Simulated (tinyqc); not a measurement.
Two regimes over temperature: microkinetic model of low-temperature epitaxy from hydride gases: adsorption, hydrogen desorption and rate control. Computed by tinyqc, a small Python program. Command: `OMP_NUM_THREADS=1 python tinyqc.py 3001455 3001456 out.jsonl hepi walk`. One thread of a shared host (Intel(R) Xeon(R) Processor @ 2.30GHz), about 0.01 s of CPU time with the checks.

Each hydride molecule needs two free sites and leaves four hydrogen atoms, of which two leave at once as H2; theta is the hydrogen coverage, the site density is 6.78 per nm^2 and one layer is 1.358 angstrom thick.

Inputs (values chosen for the exercise, close to those used for silane and germane on Si(001)): silane pressure p_S = 0.012 Pa; sticking prefactor of silane s0 = 0.017; adsorption barrier E_s = 0.12 eV; desorption prefactor nu_d = 1.1e+12 1/s; desorption energy on silicon E_d = 2.08 eV; hydrogen carrier pressure p_H = 180 Pa; sticking of hydrogen s_H = 1.3e-08; germane pressure p_G = 0.0011 Pa; sticking ratio of germane to silane r_G = 2.3; lowering of E_d per unit germanium fraction, dE = 0.32 eV.

Film: silicon-germanium. Order of hydrogen desorption: first.

Constants: k_B = 8.617333262e-05 eV/K; u = 1.6605390666e-27 kg; k_B = 1.380649e-23 J/K.

Method:
- Flux per site F = p/(sqrt(2 pi M k_B T) x 6.78e18 per m^2), M = 32.12 u (silane), 76.63 u (germane), 2.016 u (hydrogen); s = s0 exp(-E_s/(k_B T)); k_S = s F_S, k_G = r_G s F_G; germanium fraction x = k_G/(k_S + k_G); k = k_S + k_G; k_H = s_H F_H; k_d = nu_d exp(-(E_d - dE x)/(k_B T)).
- With k the hydride and k_H the hydrogen adsorption rate on free pairs and k_d the desorption rate, steady state: 2 (k + k_H)(1 - theta)^2 = k_d theta; growth rate R = k (1 - theta)^2 layers/s; 1 layer/s = 8.148 nm/min.
- Temperatures in kelvin are T(C) + 273.15.
- Limits: desorption-limited R = k_d k/(2 (k + k_H)), adsorption-limited R = k.

Growth:
```
T (C)       theta  G (nm/min)  desorption limit (nm/min)  adsorption limit (nm/min)
400    9.4851e-01  1.6724e-03                 1.7632e-03                     0.6308
450    8.4218e-01  1.7489e-02                 2.0766e-02                     0.7022
500    6.2152e-01  1.1018e-01                 1.7727e-01                     0.7692
550    3.2528e-01  3.7860e-01                 1.1639e+00                     0.8316
600    1.1363e-01  6.9893e-01                 6.1511e+00                     0.8896
650    3.2560e-02  8.8281e-01                 2.7113e+01                     0.9432
700    9.4991e-03  9.7395e-01                 1.0253e+02                     0.9927
750    3.0331e-03  1.0320e+00                 3.4025e+02                     1.0383
800    1.0681e-03  1.0779e+00                 1.0092e+03                     1.0802
850    4.1153e-04  1.1177e+00                 2.7160e+03                     1.1187
```

The apparent activation energy of G is 1.97 eV between the first rows and 0.08 eV between the last; full hydrogen cover gives a value near the desorption energy (plus E_s where k_H far exceeds k), a bare surface one near E_s less k_B T/2 from the flux. The coverage passes one half between 500 and 550 C, the knee of the Arrhenius plot.

Extremes, crossings and ranges named in words are read from the listed rows.
